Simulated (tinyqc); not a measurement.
## Inductance and parasitic capacitance from two readings

Inverse problem. A loss-free coil L in parallel with C shows the apparent inductance L/(1 - w^2 L C), w = 2 pi f. Find L, C and the self-resonance 1/(2 pi sqrt(L C)).

apparent inductance at 17 and 25 GHz (nH): 0.83182927  1.3799978

Solution. The inverse of the reading is 1/L - w^2 C, a straight line in w^2.

L = 0.6200 nH
C = 36.00 fF
self-resonance = 33.69 GHz

tinyqc, about 0.01 s, one thread, Intel Xeon 2.30GHz (shared host): `OMP_NUM_THREADS=1 python tinyqc.py 2302061 2302062 out.jsonl`
